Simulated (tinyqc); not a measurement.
The width of the window: equation-of-state fits to an energy-volume table made by a known binding curve. Computed by tinyqc, a small Python program. Command: `OMP_NUM_THREADS=1 python tinyqc.py 3020783 3020784 out.jsonl eosfit walk`. One thread of a shared host (Intel(R) Xeon(R) Processor @ 2.30GHz), about 0.03 s of CPU time with the checks.

With x = (V/V_0)^(1/3), the energy per atom is E = -D [1 + eta (x - 1)] exp(-eta (x - 1)), so that B0 = D eta^2/(9 V_0) and B' = 1 + 2 eta/3. B' = dB/dP at P = 0.

Inputs (values chosen for the exercise, for a model crystal):

| quantity | value | unit |
|---|---|---|
| cohesive energy D | 5.27 | eV/atom |
| true volume V_0 | 13.4 | angstrom^3/atom |
| stiffness eta | 6.24 | - |
| shift of the window centre s | -0.0099 | - |
| points N | 7 | - |
| compression V/V_0 for the pressure test | 0.9 | - |
| noise amplitude | 0.049 | meV |

Binding curve: universal binding. Noise: added.

Constants: 1 eV/angstrom^3 = 160.2176634 GPa.

Method:
- B0 and B' from the formulas above; P = -dE/dV at V = c V_0 (c the compression chosen), from the curve itself.
- Table: V_j = V_0 [1 + s + w (2 j/(N - 1) - 1)], j = 0..N-1, rounded to 0.001; E_j from the curve plus the noise amplitude times the listed numbers xi_j (xi_0 first), rounded to 1e-7 eV.
- Murnaghan: E = E0 + (B0 V/B') [(V0/V)^B'/(B' - 1) + 1] - B0 V0/(B' - 1), P = (B0/B') [(V0/V)^B' - 1].
- Birch-Murnaghan: E = E0 + (9 V0 B0/16) [y^3 B' + y^2 (2 - 4 y)], y = (V0/V)^(2/3) - 1; P = (3 B0/2) (x^7 - x^5) [1 + (3/4)(B' - 4)(x^2 - 1)], x = (V0/V)^(1/3).
- Vinet: E = E0 + (9 B0 V0/h^2) {1 + [h (1 - x) - 1] exp(h (1 - x))}, P = 3 B0 (1 - x) x^-2 exp(h (1 - x)), x = (V/V0)^(1/3), h = (3/2)(B' - 1).
- All are least-squares fits to the energies; for polynomials in V, B0 = V E'' and B' = -1 - V E'''/E'' at the minimum.
- The table is made anew for each w.

numbers xi_j, drawn evenly from -1 to 1: 0.7734  -0.6069  0.7847  -0.0703  -0.3342  0.7147  0.1431

exact B0 = 272.611 GPa

exact B' = 5.16

Errors (%):

| w | B0, parabola | B0, cubic | B0, Murnaghan | B0, Birch-Murnaghan | B0, Vinet | B', Birch-Murnaghan |
|---|---|---|---|---|---|---|
| 0.03 | 6.813 | 0.024 | -0.140 | -0.118 | -0.112 | 4.981 |
| 0.05 | 7.371 | 0.675 | -0.143 | -0.039 | -0.001 | 0.643 |
| 0.08 | 8.971 | 2.019 | -0.410 | -0.109 | 0.008 | -0.356 |
| 0.12 | 12.375 | 4.839 | -0.961 | -0.271 | 0.005 | -0.790 |
| 0.16 | 17.305 | 8.970 | -1.694 | -0.497 | 0.003 | -1.170 |
| 0.22 | 27.867 | 18.056 | -3.055 | -0.953 | 0.002 | -1.881 |

What does the comparison show, and why?

The Birch-Murnaghan error of B0 is smallest among these at w = 0.05 (0.039 % in size); it is 0.118 % at the narrowest and 0.953 % at the widest. A narrow window magnifies the noise, since the energy range shrinks as w^2, and a wide one exposes the form. The Vinet form is the binding curve itself here, so its error comes from noise and rounding alone. At the widest window the errors of B0 are +27.9 % for the parabola and +18.1 % for the cubic in V.

Extremes, crossings and ranges named in words are read from the listed rows.
